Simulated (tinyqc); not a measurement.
Heavy doping: gap narrowing, degeneracy and the minority density: sweeps and comparisons. A value that a table varies takes the place of the one given here.

F_j(eta) = (1/Gamma(j + 1)) integral_0^infinity x^j dx/(1 + exp(x - eta)), which tends to exp(eta) for eta << 0.

Empirical narrowing (Slotboom form, constants chosen for the exercise; published fits of this form give the apparent narrowing, here it is taken as the true one): dEg = E0 [ln(N/N0) + sqrt(ln(N/N0)^2 + C)].

Majority: N = Nv F_1/2(eta), eta the distance of EF beyond the majority band edge in kT. Degeneracy factor gam = F_1/2(eta)/exp(eta). ni0^2 = Nc Nv exp(-Eg/kT); product n p = ni0^2 gam exp(dEg/kT), dEg the true narrowing; apparent narrowing dEa = dEg + kT ln gam; minority density = n p/N.

Bipolar transistor with N as emitter doping: beta = K (N/NB) exp((dEa_B + dG - dEa_E)/kT), dEa_E = dEg(N) + kT ln gam, dEa_B = dEg(NB). For the sweep in T, Nv is scaled as (T/T0)^(3/2) from its value at T0 = T.

Constants: kB = 8.617333262e-05 eV/K.

Values chosen for the exercise (gap and densities of states near those of Si at this temperature; narrowing constants near the fits for Si; the results hold for these values, not for the real material):
- Eg = 1.089 eV (gap)
- Nc = 5.05e+19 1/cm^3 (conduction-band density of states)
- Nv = 2.15e+19 1/cm^3 (valence-band density of states)
- T = 450 K
- E0 = 6.11 meV (narrowing scale)
- N0 = 1.4e+17 1/cm^3 (onset density)
- C = 0.5 (smoothing constant)
- N = 1.1e+18 1/cm^3 (ionised acceptors, equal to the majority density)
- NB = 8e+16 1/cm^3 (base doping)
- K = 5.6 (ratio (D_B W_E)/(D_E W_B))
- dG = 0 meV (extra narrowing of the base by alloying)

## Narrowing against degeneracy

N takes the values listed; the last column is N over the factor gam exp(dEg/kT), the doping that a simple model would need to give the same minority density.

Results:
```
N (1/cm^3)    eta      gam  dEg (meV)  dEa (meV)  minority (1/cm^3)  effective doping (1/cm^3)
6.0e+16     -5.88    0.999        1.6        1.5           1.20e+10                   5.77e+16
2.0e+17     -4.67    0.997        7.0        6.9           4.13e+09                   1.67e+17
6.0e+17     -3.57    0.990       18.8       18.4           1.85e+09                   3.73e+17
2.0e+18     -2.34    0.968       33.1       31.8           7.84e+08                   8.81e+17
6.0e+18     -1.18    0.906       46.3       42.5           3.45e+08                   2.00e+18
2.0e+19      0.25    0.723       60.9       48.3           1.20e+08                   5.75e+18
6.0e+19      1.98    0.386       74.3       37.4           3.02e+07                   2.29e+19
2.0e+20      5.18   0.0522       89.0      -25.5           1.79e+06                   3.86e+20
4.0e+20      8.39  0.00423       97.4     -114.5           9.01e+04                   7.67e+21
```

dEg grows steadily to 97.4 meV, while the apparent value peaks at 48.3 meV for N = 2e+19 and falls to -114.5 meV as the Fermi level enters the band (a negative value is not met in measurements: parabolic bands with a fixed mass overstate the filling). N grows by a factor 33 from the third to the sixth row and the effective doping by 15.4.

## Current gain against temperature

Gain:
```
T (K)  beta  beta with dG = 0  without narrowing
150    13.4              13.4               77.0
200    20.5              20.5               77.0
250    26.6              26.6               77.0
300    31.7              31.7               77.0
350    35.9              35.9               77.0
400    39.4              39.4               77.0
450    42.4              42.4               77.0
```

dEa_B + dG - dEa_E at T0 = -23.1 meV

beta is 13.4 at 150 K and 42.4 at 450 K, since the net exponent is negative: the emitter has the larger apparent narrowing. At 300 K narrowing and degeneracy change the gain by a factor 0.411.

## What moves the minority density and the gain

All results formed anew. Each row changes one parameter from the base and keeps the others.

Results:
```
case                 dEg (meV)  dEa (meV)  minority (1/cm^3)  beta
base                     25.91      25.21           1.20e+09  42.4
N = 2.2e+18 1/cm^3       34.21      32.81           7.32e+08  69.7
E0 = 7.332 meV           31.09      30.39           1.38e+09  37.5
N0 = 2.8e+17 1/cm^3      17.77      17.07           9.76e+08  51.1
Eg = 1.109 eV            25.91      25.21           7.18e+08  42.4
Nv = 2.8e+19 1/cm^3      25.91      25.37           1.57e+09  42.2
NB = 1.6e+17 1/cm^3      25.91      25.21           1.20e+09  23.0
```

The largest shifts from the base row, up to three for each result and ties (the steps differ in size, so this ranks the rows, not the parameters). dEg (meV): N +8.30, N0 -8.14, E0 +5.18; unchanged at the printed digits by Eg, Nv and NB. dEa (meV): N0 -8.14, N +7.60, E0 +5.18; unchanged at the printed digits by Eg and NB. minority (1/cm^3): Eg -4.85e+08, N -4.72e+08, Nv +3.70e+08; unchanged at the printed digits by NB. beta: N +27.3, NB -19.4, N0 +8.63; unchanged at the printed digits by Eg.

Computed by tinyqc, a small Python program: `OMP_NUM_THREADS=1 python tinyqc.py 1652535 1652536 out.jsonl` (the numbers bound the seed that draws the inputs); one thread of a shared host (Intel(R) Xeon(R) Processor @ 2.30GHz), about 0.02 s for the whole set of steps.
